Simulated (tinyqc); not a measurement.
Single-band model of a thermoelectric material: one step, computed by the program tinyqc.

One spherical band, one scattering law, no minority carriers and no phonon drag. In a real material minority carriers limit |S| to about E_g/(2 e T), so larger values are formal. eta = E_F/(k_B T) is counted from the band edge; f = 1/(1 + exp(x - eta)).

Problem. Limiting formulas for the Seebeck coefficient. Classical: |S| = (k_B/e)[r + 5/2 - ln(n/N_c)], N_c = (3 sqrt(pi)/4) N_0. Degenerate (Mott): |S| = (pi^2/3)(k_B/e)(r + 3/2)/eta_F, eta_F = (n/N_0)^(2/3).

Inputs (values chosen for the exercise, for a model material): carrier density n = 1.6e+19 1/cm^3; temperature T = 290 K.

Band: parabolic. Scattering: polar optical (high temperature), r = 0.5.

Seebeck coefficient |S| = 306.5401 microvolt/K

N_0 = 2.069855e+19 1/cm^3

Constants: k_B = 8.617333262e-05 eV/K.

Give: Seebeck coefficients.

Solution.

Seebeck coefficients:
```
formula,|S| (microvolt/K),deviation (%)
full integral,306.5,0.0
classical,305.2,-0.4
degenerate,673.2,119.6
```
